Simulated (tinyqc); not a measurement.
Pressure series at fixed power: global model of a low-pressure process discharge: electron temperature, density, ion flux and ion energy. Computed by tinyqc, a small Python program. Command: `OMP_NUM_THREADS=1 python tinyqc.py 3113690 3113691 out.jsonl plasma walk`. One thread of a shared host (Intel(R) Xeon(R) Processor @ 2.30GHz), about 0.01 s of CPU time with the checks.

Maxwellian electrons with temperature T_e in eV, one positive ion, no negative ions, uniform bulk density n; rate constants have the Arrhenius form.

Inputs (values chosen for the exercise, of the order of those of an inductive discharge in a simple atomic gas):
```
quantity                      value   unit
ion mass M                     35.5      u
ionisation prefactor K0     6.4e-14  m^3/s
ionisation energy E_iz         12.3     eV
excitation prefactor X0     2.7e-14  m^3/s
excitation energy E_ex         10.8     eV
elastic rate constant K_el    7e-14  m^3/s
ion-neutral cross section   9.9e-19    m^2
gas temperature T_g             600      K
radius R                         15     cm
height L                        9.3     cm
absorbed power P                590      W
```

Constants: k_B = 1.380649e-23 J/K; e = 1.602176634e-19 C; u = 1.6605390666e-27 kg; m_0 = 9.1093837015e-31 kg.

Method:
- n_g = p/(k_B T_g), lambda_i = 1/(n_g sigma), K_iz = K0 exp(-E_iz/T_e), h_L = 0.86/sqrt(3 + L/(2 lambda_i)), h_R = 0.8/sqrt(4 + R/lambda_i), A_eff = 2 pi R^2 h_L + 2 pi R L h_R and d_eff = pi R^2 L/A_eff follow p.
- Particle balance: K0 exp(-E_iz/T_e) n_g d_eff = u_B, u_B = sqrt(e T_e/M).
- E_c = E_iz + (X0 exp(-E_ex/T_e) E_ex + K_el (3 m_0/M) T_e)/K_iz; E_T = E_c + (5/2) T_e + (T_e/2) ln(M/(2 pi m_0)); n = P/(e u_B A_eff E_T); J = e h_L n u_B. Pressures without a root below 2 E_iz are left out.

Against pressure:
```
p (Pa)  T_e (eV)  E_c (eV)  E_T (eV)  n (1/cm^3)  J (mA/cm^2)
0.1       4.4832    18.670    50.590  2.2276e+11       5.6820
0.2       3.3475    19.439    43.273  3.3028e+11       6.7698
0.5       2.4916    20.636    38.376  5.2639e+11       7.8516
1.0       2.0720    21.737    36.490  7.5220e+11       8.4079
2.0       1.7640    23.059    35.619  1.0862e+12       8.7229
5.0       1.4677    25.285    35.735  1.7695e+12       8.7763
10.0      1.3003    27.586    36.845  2.5238e+12       8.5419
20.0      1.1668    31.020    39.327  3.4909e+12       8.0175
```

What follows from these numbers?

T_e falls from 4.48 to 1.17 eV, n changes by a factor 15.7 and J by 1.41; in J = P h_L/(A_eff E_T), E_T changes by a factor 0.78 and is least at 2 Pa, between wall losses at high T_e and excitation losses at low T_e.

Extremes, crossings and ranges named in words are read from the listed rows.
